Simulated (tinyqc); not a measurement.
Worked calculation: harmonic frequencies on the UHF/3-21g surface (energies and gradients from PySCF), for H2+, spin multiplicity 2. One step of it, computed by the program tinyqc.

Question. Normal modes. Diagonalise H_ij / sqrt(m_i m_j); the 5 smallest eigenvalues belong to translations and rotations; wavenumber = sqrt(eigenvalue / 1822.888) x 219474.63; each mode has its largest component positive (the first on a tie); zero-point energy = sum of wavenumbers / 2, with 349.755 1/cm per kcal/mol. A mass of 2.014 u marks deuterium.

Hessian (symmetrised) (hartree/bohr^2), order 1Hx, 1Hy, 1Hz, 2Hx, 2Hy, 2Hz:
$$\begin{pmatrix}
-0.00000044 & 0.00000000 & 0.00000000 & 0.00000044 & 0.00000000 & 0.00000000 \\
0.00000000 & -0.00000044 & 0.00000000 & 0.00000000 & 0.00000044 & 0.00000000 \\
0.00000000 & 0.00000000 & 0.08176407 & 0.00000000 & 0.00000000 & -0.08176407 \\
0.00000044 & 0.00000000 & 0.00000000 & -0.00000044 & 0.00000000 & 0.00000000 \\
0.00000000 & 0.00000044 & 0.00000000 & 0.00000000 & -0.00000044 & 0.00000000 \\
0.00000000 & 0.00000000 & -0.08176407 & 0.00000000 & 0.00000000 & 0.08176407
\end{pmatrix}$$

masses (u): 1H 2.014102, 2H 1.007825

Give: eigenvalues of the mass-weighted Hessian; harmonic wavenumbers of the vibrations; mass-weighted modes; zero-point energy.

Answer.

eigenvalues of the mass-weighted Hessian (hartree/(bohr^2 u)): [0.000, 0.000, 0.000, 0.000, 0.000, 0.122]

harmonic wavenumbers of the vibrations (1/cm): [1793.5]

mass-weighted modes, order 1Hx, 1Hy, 1Hz, 2Hx, 2Hy, 2Hz:
$$\begin{pmatrix}
0.000 \\
0.000 \\
-0.577 \\
0.000 \\
0.000 \\
0.816
\end{pmatrix}$$

zero-point energy = 2.564 kcal/mol
